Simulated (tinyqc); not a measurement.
Probe couplings from its potential.

Problem. One voltage probe p sits between leads L (mu = 1) and R (mu = 0) without magnetic field: mu_p = T_pL/(T_pL + T_pR), T_eff = T_RL + T_pL T_pR/(T_pL + T_pR). Find T_pL and T_pR.

T_RL = 0.12
mu_p = 0.59259259
T_eff = 0.18518519

Answer. T_eff - T_RL equals T_pL (1 - mu_p) and also T_pR mu_p.

T_pL = 0.1600
T_pR = 0.1100

Numbers from tinyqc (`OMP_NUM_THREADS=1 python tinyqc.py 2700128 2700129 out.jsonl`; about 0.01 s on one thread of a shared Intel Xeon 2.30GHz).
